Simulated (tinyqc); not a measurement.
Conductance of a narrow metal strip with scatterers (square lattice, Green functions), step by step. Values are carried at full precision from step to step, so a last printed digit may differ when a step is redone from the rounded ones.

A strip of W sites across with hard walls, site energy 0 and hopping -t. Mode n = 1 to W has profile chi_n(j) = sqrt(2/(W + 1)) sin(n j pi/(W + 1)) and energy en = -2t cos(n pi/(W + 1)); E = en - 2t cos(kn a). With z_n = exp(i kn a) (Im k > 0 for closed modes, |z| < 1) each lead gives the self-energy -t z_n in mode n. One column carries the site energies v, here one foreign atom. In the mode basis V_nm = sum_j chi_n(j) v_j chi_m(j), G = (E - en + 2 t z_n - V)^-1, and t_nm = 2t sqrt(sin(kn a) sin(km a)) G_nm in size for open modes. T = sum |t_nm|^2, conductance (2e^2/h) T.

Constants: e^2/h = 3.874045865e-05 S.

Values chosen for the exercise (hopping and spacing of the size met in Cu or Al; the lattice is a model; shifted at random, so the results belong to these values and not to a real crystal): t = 1.55 eV (hopping); a = 2.41 angstrom (spacing); W = 4 (sites across); E = -3.79 eV (Fermi energy); v = (0, 0, 5.4, 0) eV (site energies in the scattering column).

## Modes at the Fermi energy

For each n: en, cos(kn a) = (en - E)/(2t), z_n and the velocity 2 t a sin(kn a) (zero if closed).

Modes:
```
n  en (eV)  cos(k a)                 z  dE/dk (eV angstrom)
1  -2.5080   0.41356  0.41356+0.91048i               6.8022
2  -0.9580   0.91356  0.91356+0.40670i               3.0384
3   0.9580   1.53160           0.37152               0.0000
4   2.5080   2.03160           0.26316               0.0000
```

2 of 4 modes are open, so the clean strip has a resistance of 6453 ohm, whatever its length.

## The scatterer in the mode basis

Form V_nm.

V (eV):
```
         n=1      n=2      n=3      n=4
n=1   1.9537  -1.2075  -1.2075   1.9537
n=2  -1.2075   0.7463   0.7463  -1.2075
n=3  -1.2075   0.7463   0.7463  -1.2075
n=4   1.9537  -1.2075  -1.2075   1.9537
```

A single site couples every mode that has amplitude on it.

## Green function and transmission

E - en + 2 t z_n = 2t (z_n - cos(kn a)). Invert, form |t_nm|^2 = (2t)^2 Im(z_n) Im(z_m) |G_nm|^2 and sum. The added resistance is 1/(2 (e^2/h) T) less the same for the clean strip.

G (1/eV):
```
                 n=1              n=2              n=3              n=4
n=1  -0.0937-0.2774i   0.1296-0.1064i  -0.0373-0.0454i   0.0396+0.0482i
n=2   0.1296-0.1064i  -0.1793-0.6459i   0.0516+0.0629i  -0.0548-0.0667i
n=3  -0.0373-0.0454i   0.0516+0.0629i  -0.2560-0.0181i  -0.0234+0.0192i
n=4   0.0396+0.0482i  -0.0548-0.0667i  -0.0234+0.0192i  -0.1576-0.0204i
```

|t_nm|^2:
```
        n=1     n=2  n=3  n=4
n=1  0.6829  0.1001    0    0
n=2  0.1001  0.7143    0    0
n=3       0       0    0    0
n=4       0       0    0    0
```

T = 1.5973
added resistance = 1627 ohm

Mode 1 passes least (0.783) and mode 2 most (0.814); 12.5 % of the transmitted flux changes mode.

## Checks

- Transmitted plus reflected flux against the number of open modes: both 2.00000.

Run: tinyqc, `OMP_NUM_THREADS=1 python tinyqc.py 1452539 1452540 out.jsonl`; Intel(R) Xeon(R) Processor @ 2.30GHz, one thread, shared host; about 0.01 s of CPU time with all checks.
